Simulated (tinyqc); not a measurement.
From results back to parameters: Schottky barriers and band offsets from neutrality levels. Three cases, with inputs chosen for the exercise.

Problem. Two metals on one material give the electron barriers below, with phi_n = S (WM - PhiN) + (PhiN - chi), PhiN = chi + Eg - EN and S = 1/(1 + 0.1 (eps - 1)^2).

Find: S; PhiN; EN; eps.

Method. The slope of phi_n against WM is S; then PhiN = (phi_n + chi - S WM)/(1 - S), EN = chi + Eg - PhiN and eps = 1 + sqrt(10 (1/S - 1)).

Case 1.

Values chosen:
- Eg1 = 1.1 eV (gap of material 1, near Si)
- chi1 = 3.96 eV (its electron affinity)
- W12 = (4.19, 5.08) eV (work functions of two metals)

phi_n for the two metals (eV): 0.750441  0.813312

Solution.

S = 0.0706
PhiN = 4.75 eV
EN = 0.31 eV
eps = 12.47

Case 2.

Values chosen:
- Eg1 = 1.13 eV (gap of material 1, near Si)
- chi1 = 4.1 eV (its electron affinity)
- W12 = (4.35, 5.65) eV (work functions of two metals)

phi_n for the two metals (eV): 0.791192  0.898735

Solution.

S = 0.0827
PhiN = 4.94 eV
EN = 0.29 eV
eps = 11.53

Case 3.

Values chosen:
- Eg1 = 1.14 eV (gap of material 1, near Si)
- chi1 = 3.93 eV (its electron affinity)
- W12 = (3.92, 5.1) eV (work functions of two metals)

phi_n for the two metals (eV): 0.782207  0.875225

Solution.

S = 0.0788
PhiN = 4.78 eV
EN = 0.29 eV
eps = 11.81

Computed by tinyqc, one run a case: `OMP_NUM_THREADS=1 python tinyqc.py N N+1 out.jsonl` with N = 1880075, 1880091, 1880104; one thread of a shared Intel(R) Xeon(R) Processor @ 2.30GHz, about 0.01 s a run at most.
